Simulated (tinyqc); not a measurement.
## Capacitances against the space between lines

Endless row of lines of width wl, height tl and space sl between grounded planes at distance hd; e2 fills the gaps beside the lines, e1 the rest. Laplace's equation is solved on meshes of 3, 6 and 12 steps per unit u and extrapolated (Aitken), which is good to about 0.2 %. C_even (all lines at 1 V) is the capacitance Cg to the planes; C_odd (neighbours in antiphase) = Cg + 4 Cc if only nearest neighbours couple, which defines Cc; total with quiet neighbours Cg + 2 Cc. Plate values 2 eps0 e1 wl/hd and eps0 e2 tl/sl.

Parameters, values chosen for the exercise: relative permittivity above and below the lines e1 = 4.2; relative permittivity between the lines e2 = 7; line width, in units u wl = 4 u; line height tl = 8 u; distance to each plane hd = 6 u.

Constants: eps0 = 8.8541878128e-12 F/m. Results are converted to the units shown.

The same in every row: plate Cg (aF/um) = 49.6.

Result of one run:
```
sl (u),Cg (aF/um),Cc (aF/um),Cg + 2 Cc (aF/um),C_odd (aF/um),plate Cc (aF/um),"share of coupling, 2 Cc/(Cg + 2 Cc) (%)"
2,73.4,279,632,1.19e3,248,88.4
```

What becomes of these results when the space between lines sl is changed from 2 to 24 u, all else the same?

Result of the changed run:
```
sl (u),Cg (aF/um),Cc (aF/um),Cg + 2 Cc (aF/um),C_odd (aF/um),plate Cc (aF/um),"share of coupling, 2 Cc/(Cg + 2 Cc) (%)"
24,205,6.72,218,232,20.7,6.16
```

The whole series:
```
sl (u),Cg (aF/um),Cc (aF/um),Cg + 2 Cc (aF/um),C_odd (aF/um),plate Cc (aF/um),"share of coupling, 2 Cc/(Cg + 2 Cc) (%)"
2,73.4,279,632,1.19e3,248,88.4
4,95.4,140,376,656,124,74.6
6,115,89.9,295,475,82.6,60.9
8,133,63.0,259,385,62.0,48.6
12,163,34.3,231,300,41.3,29.7
16,183,19.7,222,262,31.0,17.7
24,205,6.72,218,232,20.7,6.16
```

As sl goes from 2 to 24, Cg rises from 73.4 to 205 aF/um, Cc falls from 279 to 6.72 aF/um and the share of coupling falls from 88.4 to 6.16 %. Cg is 1.48 times its plate value in the first row and 4.13 times in the last; for Cc the ratios are 1.13 and 0.325. Neighbours in antiphase raise the load by a factor of 1.88 and 1.06 over quiet ones. For sl = 2 the planes are farther than 0.8 of the pitch, so second neighbours couple too and Cg + 2 Cc understates the quiet load by a per cent or more.

Numbers from tinyqc (`OMP_NUM_THREADS=1 python tinyqc.py 2790161 2790162 out.jsonl`; about 0.9 s on one thread of a shared Intel Xeon 2.30GHz).
